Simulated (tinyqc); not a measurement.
## Reverse leakage of an n+-p junction: diffusion, generation, trap-assisted and band-to-band tunnelling: leakage components against the temperature

One-sided abrupt junction in the depletion approximation, x from the junction (0) to W on the p side, field F = F0 (1 - x/W). Flat quasi-Fermi levels, long p side. Traps generate through SRH with both lifetimes shortened by 1 + Gamma (Hurkx enhancement, form for moderate fields); band-to-band generation is local and needs a total bending above Eg.

Nc and Nv are given at 300 K and scale as (T/300 K)^1.5; all else is held fixed. ni = sqrt(Nc Nv) exp(-Eg/(2 Vt)), Eg in volts; Vbi = Vt ln(Na Nd/ni^2); W = sqrt(2 eps0 eps_r (Vbi + VR)/(q Na)); F0 = 2 (Vbi + VR)/W; FG = sqrt(24 mt m0 (kB T)^3)/(q hbar); J_diff = q ni^2 sqrt(Dn/tau)(1 - exp(-VR/Vt))/Na. u = (Vbi + VR)(1 - x/W)^2, p = Na exp(-u/Vt), n = Nd exp((u - Vbi - VR)/Vt); G0 = ni^2 (1 - exp(-VR/Vt))/(tau (n + p + 2 ni cosh(Et/Vt))); Gamma = 2 sqrt(3 pi)(F/FG) exp((F/FG)^2); trap-assisted part G0 Gamma; G_bb = Ab F^2.5 exp(-Bb/F) with F in V/cm, zero unless Vbi + VR > Eg, and counted as zero under 1 cm^-3 s^-1. Currents are q times the integrals over 0 to W; J_bb under 1e-8 of J is printed as 0; rows with F0/FG above 2.2, beyond the range of this Gamma, are left out.

Values chosen for this exercise; band and dielectric values close to those of silicon:
- Eg = 1.12 eV (band gap)
- eps_r = 11.5 (relative permittivity)
- Nc = 2.84e19 cm^-3 (conduction-band density of states at the reference temperature)
- Nv = 2.61e19 cm^-3 (valence-band density of states at the reference temperature)
- Na = 2.9e17 cm^-3 (acceptor density of the lighter side)
- Nd = 1e19 cm^-3 (donor density of the heavier side)
- tau = 1e-9 s (SRH lifetime of both carriers at zero field)
- Et = 0 eV (trap level above the intrinsic level)
- mt = 0.26 m0 (tunnelling mass)
- Dn = 16 cm^2/s (electron diffusion coefficient on the lighter side)
- Ab = 6.7e14 cm^-0.5 V^-2.5 s^-1 (band-to-band prefactor)
- Bb = 1.9e7 V/cm (band-to-band field constant)
- VR = 0.9 V (reverse bias)

Constants: q = 1.602176634e-19 C, kB = 1.380649e-23 J/K, hbar = 1.054571817e-34 J s, m0 = 9.1093837015e-31 kg, Vt = kB T/q, eps0 = 8.8541878128e-14 F/cm where lengths are in cm. Results are converted to the units shown.

The same in every row: J_bb (A/cm^2) = 0.

Results:
```
T (K)  F0 (kV/cm)  F0/FG  J_diff (A/cm^2)  J_SRH (A/cm^2)  J_TAT (A/cm^2)  J (A/cm^2)              largest part
220           420   1.78         4.50e-19        6.68e-10         2.48e-8     2.54e-8  trap-assisted tunnelling
250           418   1.46         7.92e-16         2.84e-8         4.95e-7     5.24e-7  trap-assisted tunnelling
280           415   1.22         2.92e-13         5.53e-7         5.80e-6     6.35e-6  trap-assisted tunnelling
310           413   1.05         3.54e-11         6.18e-6         4.47e-5     5.09e-5  trap-assisted tunnelling
340           411  0.905          1.89e-9         4.59e-5         2.48e-4     2.94e-4  trap-assisted tunnelling
400           405  0.700          9.50e-7         0.00106         0.00374     0.00480  trap-assisted tunnelling
430           402  0.623          1.14e-5         0.00375          0.0111      0.0149  trap-assisted tunnelling
```

Estimate the missing row, T = 370 K.

Computed row:
```
T (K)  F0 (kV/cm)  F0/FG  J_diff (A/cm^2)  J_SRH (A/cm^2)  J_TAT (A/cm^2)  J (A/cm^2)              largest part
370           408  0.792          5.40e-8         2.49e-4         0.00107     0.00132  trap-assisted tunnelling
```

With this row back in the table: J rises from 2.54e-8 to 0.0149 A/cm^2. Trap-assisted tunnelling leads at T = 220 and in all other rows. Activation energies over the table: 1.20 eV for diffusion (Eg = 1.12 eV, raised by the T^3 of ni^2), 0.603 eV for SRH generation (Eg/2 + |Et| = 0.560 eV), 0.505 eV for the trap-assisted part, lower since Gamma grows on cooling; the total shows 0.478 eV at the cold end and 0.558 eV at the hot end.

Range of the model: The n+ side is degenerate, so Vbi from Boltzmann statistics is only a guide.

Program tinyqc, `OMP_NUM_THREADS=1 python tinyqc.py 2290131 2290132 out.jsonl`; Intel Xeon 2.30GHz, shared host, one thread, about 0.01 s.
